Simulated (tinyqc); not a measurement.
The same stress in different states: Raman shift of the zone-centre optical phonon of a diamond-structure crystal under stress. Computed by tinyqc, a small Python program. Command: `OMP_NUM_THREADS=1 python tinyqc.py 3021816 3021817 out.jsonl ramanstress walk`. One thread of a shared host (Intel(R) Xeon(R) Processor @ 2.30GHz), about 0.01 s of CPU time with the checks.

Axes x, y, z are the cube axes. Strain shifts the threefold optical mode and can split it; p, q and r are the phonon deformation potentials.

Inputs (values chosen for the exercise, modelled on germanium): unstrained frequency omega_0 = 301.3 1/cm; p/omega_0^2 = -1.5; q/omega_0^2 = -1.85; r/omega_0^2 = -1.08; C11 = 128.9 GPa; C12 = 48.36 GPa; C44 = 66.57 GPa; stress sigma (tension positive) = 0.37 GPa.

Stress state: uniaxial. Axis: [110].

Method:
- S11 = (C11 + C12)/D, S12 = -C12/D, D = (C11 - C12)(C11 + 2 C12), S44 = 1/C44.
- eps_xx = S11 sigma_xx + S12 (sigma_yy + sigma_zz), and cyclic; eps_xy = S44 sigma_xy/2 (tensor strain).
- Secular matrix: M_xx = p eps_xx + q (eps_yy + eps_zz), M_xy = 2 r eps_xy; its eigenvalues are omega^2 - omega_0^2, and the shifts are these over 2 omega_0.
- Uniaxial: sigma n n^T; biaxial: sigma (1 - n n^T); hydrostatic: sigma 1. The line seen from (001) is taken as unresolved, at the intensity-weighted shift M_zz/(2 omega_0).

S44 = 15.0218 1/TPa

S11 = 9.75487 1/TPa

S12 = -2.66132 1/TPa

Shifts (1/cm):
```
state                   lowest   middle  highest  line seen from (001)
uniaxial [100]         -0.5090  -0.5090  -0.2667               -0.5090
uniaxial [110]         -0.8400  -0.5090   0.0643               -0.5090
uniaxial [001]         -0.5090  -0.5090  -0.2667               -0.2667
uniaxial [111]         -1.0311  -0.1268  -0.1268               -0.4282
biaxial, normal [001]  -1.0179  -0.7757  -0.7757               -1.0179
biaxial, normal [111]  -1.1579  -1.1579  -0.2536               -0.8565
hydrostatic            -1.2847  -1.2847  -1.2847               -1.2847
```

What does the comparison show, and why?

Seen from (001), uniaxial stress along [100] and along [110] give the same shift (-0.509), and equal biaxial stress in the plane gives twice as much (-1.018), since only sigma_xx + sigma_yy and sigma_zz enter M_zz. Stress along [001] gives -0.267. One measured shift therefore fixes the stress only once its state is assumed: read as uniaxial in the plane, a shift implies twice the stress that it does read as biaxial.

Extremes, crossings and ranges named in words are read from the listed rows.
